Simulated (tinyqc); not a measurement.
Random telegraph noise from one oxide trap in a small MOSFET: time constants and noise against gate voltage.

An acceptor-like trap exchanges electrons with the channel. Inversion charge Q = Cox u, u = n Vt W0(exp((Vg - VT)/(n Vt))), W0 the Lambert function, n = nf, Cox = eps0 eox/tox; linear regime Id = (W/L) mu Q Vd. Relative to threshold the surface potential rises by Vt ln(u/u0) and the oxide voltage by the rest of Vg - VT, with u0 = n Vt W0(1).

N = Cox u/q; dpsi = Vt ln(u/u0); E = E0 - dpsi - (xt/tox)(Vg - VT - dpsi); capture time tc = 1/[(N/zi) vth s0 exp(-xt/lt - EB/Vt)]; emission time te = tc exp(-E/Vt); occupancy te/(tc + te). A = W L; threshold step dV = q (1 - xt/tox)/(Cox A); gm/Id = 1/(u + n Vt); relative step dI/I = (gm/Id) dV + asc mu/A. fc = (1/tc + 1/te)/(2 pi); rms = (dI/I) sqrt(tc te)/(tc + te).

Inputs (values chosen for the exercise); values of the order met in silicon transistors: temperature T = 200 K; relative permittivity of the gate insulator (close to silicon dioxide) eox = 3.9; insulator thickness tox = 1.2 nm; depth of the trap from the channel interface xt = 0.17 nm; trap level above the channel Fermi level at threshold E0 = 0.1 eV; capture prefactor s0 = 1e-17 cm^2; capture barrier (lattice relaxation) EB = 0.37 eV; tunnelling decay length lt = 0.15 nm; thermal velocity vth = 2.1e7 cm/s; thickness of the inversion layer zi = 3 nm; threshold voltage VT = 0.33 V; body factor nf = 1.24; gate width W = 52 nm; gate length L = 190 nm; mobility mu = 160 cm^2/(V s); scattering coefficient of the charged trap asc = 3.8e-16 V s; drain voltage Vd = 0.1 V.

Constants: q = 1.602176634e-19 C, kB = 1.380649e-23 J/K, Vt = kB T/q, eps0 = 8.8541878128e-14 F/cm where lengths are in cm. Results are converted to the units shown.

Result of one run:

| Vg (V) | E (eV) | tc (s) | te (s) | occupancy | dI/I (%) | fc (Hz) | rms dI/I (%) |
|---|---|---|---|---|---|---|---|
| 0.88 | -0.032442 | 1.0767 | 7.0730 | 0.86788 | 0.15737 | 0.17031 | 0.053290 |

What becomes of these results when the gate voltage Vg is changed from 0.88 to 0.58 V, all else the same?

Result of the changed run:

| Vg (V) | E (eV) | tc (s) | te (s) | occupancy | dI/I (%) | fc (Hz) | rms dI/I (%) |
|---|---|---|---|---|---|---|---|
| 0.58 | 0.022965 | 2.5765 | 0.67972 | 0.20875 | 0.27809 | 0.29592 | 0.11302 |

The whole series:

| Vg (V) | E (eV) | tc (s) | te (s) | occupancy | dI/I (%) | fc (Hz) | rms dI/I (%) |
|---|---|---|---|---|---|---|---|
| 0.46 | 0.050733 | 5.3350 | 0.28102 | 0.050038 | 0.46828 | 0.59618 | 0.10210 |
| 0.52 | 0.036010 | 3.5032 | 0.43356 | 0.11013 | 0.34618 | 0.41252 | 0.10837 |
| 0.58 | 0.022965 | 2.5765 | 0.67972 | 0.20875 | 0.27809 | 0.29592 | 0.11302 |
| 0.64 | 0.010911 | 2.0262 | 1.0758 | 0.34682 | 0.23539 | 0.22649 | 0.11203 |
| 0.7 | -4.9753e-4 | 1.6646 | 1.7133 | 0.50722 | 0.20635 | 0.18851 | 0.10316 |
| 0.76 | -0.011453 | 1.4100 | 2.7404 | 0.66028 | 0.18541 | 0.17096 | 0.087813 |
| 0.82 | -0.022075 | 1.2216 | 4.3972 | 0.78259 | 0.16965 | 0.16648 | 0.069977 |
| 0.88 | -0.032442 | 1.0767 | 7.0730 | 0.86788 | 0.15737 | 0.17031 | 0.053290 |
| 0.94 | -0.042607 | 0.96209 | 11.399 | 0.92217 | 0.14756 | 0.17939 | 0.039532 |

tc falls from 5.34 to 0.962 s as the channel fills and te rises from 0.281 to 11.4 s; they are equal at Vg = 0.697 V, where E = 0. The rms noise goes from 0.102 through a maximum of 0.113 (at Vg = 0.58 V among the rows listed) to 0.0395 %. The slope -Vt d ln(tc/te)/dVg is 0.245 between the first two rows and 0.169 between the last two; it tends to xt/tox = 0.142 only when the surface potential stops moving.

Range of the model: VT is taken as given; short-channel effects and the uneven flow of current among few electrons are left out.

Numbers from tinyqc (`OMP_NUM_THREADS=1 python tinyqc.py 2710101 2710102 out.jsonl`; about 0.01 s on one thread of a shared Intel Xeon 2.30GHz).
